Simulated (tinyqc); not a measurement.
Susceptibility against the Curie-Weiss form: Heisenberg spin cluster by exact diagonalisation: multiplets, susceptibility, level crossings. Computed by tinyqc, a small Python program. Command: `OMP_NUM_THREADS=1 python tinyqc.py 3010742 3010743 out.jsonl spincl walk`. One thread of a shared host (Intel(R) Xeon(R) Processor @ 2.30GHz), about 0.01 s of CPU time with the checks.

H = J1 sum S_i.S_j over the bonds 1-2 - g mu_B B S_z; J > 0 is antiferromagnetic.

Inputs (values chosen for the exercise, for a model cluster): exchange J1 = -9.13 meV; g factor = 2.2.

Cluster: dimer. Spin s of each site: 0.5.

Constants: k_B = 8.617333262e-05 eV/K.

Method:
- Every multiplet has one member in the block S_z = 0; diagonalise it and read the total spin from <S^2> = S (S + 1).
- Z = sum k (2S + 1) exp(-E/(k_B T)) over the table, k the number of multiplets; <S^2> likewise with the factor S (S + 1); chi T = N_A g^2 mu_B^2 <S^2>/(3 k_B) = 0.125049 g^2 <S^2> cm^3 K/mol (cgs, per mole of clusters); C = (<E^2> - <E>^2)/(k_B T)^2; entropy = ln Z + <E>/(k_B T).
- High-temperature form: chi T = C0/(1 - theta/T), C0 = 0.125049 g^2 n s (s + 1), k_B theta = -(2/3) s (s + 1) (sum of J over bonds)/n, n = 2; a dash where T <= 1.05 theta.

Levels at B = 0:
```
E (meV)  total S  number of multiplets
-2.2825        1                     1
6.8475         0                     1
```

gap to the next level = 9.13 meV

theta = 26.487 K

Against temperature:
```
T (K)  chi T (cm^3 K/mol)  Curie-Weiss  chi (cm^3/mol)  C (k_B)
11                 1.2104            -         0.11004  0.00203
21                 1.2079            -         0.05752  0.05441
37                 1.1879       3.1952         0.03210  0.15021
64                 1.1380       1.5489         0.01778  0.15422
110                1.0739       1.1958         0.00976  0.09289
170                1.0269       1.0754         0.00604  0.04997
260                0.9908       1.0108         0.00381  0.02467
420                0.9614       0.9690         0.00229  0.01040
850                0.9353       0.9371         0.00110  0.00273
1700               0.9218       0.9222         0.00054  0.00071
```

The Curie-Weiss form is within 3 % in the last 4 rows. chi keeps rising on cooling, towards the Curie law of the S = 1 ground state; among these rows C is largest at 64 K, and the gap is 106 K.

Extremes, crossings and ranges named in words are read from the listed rows.
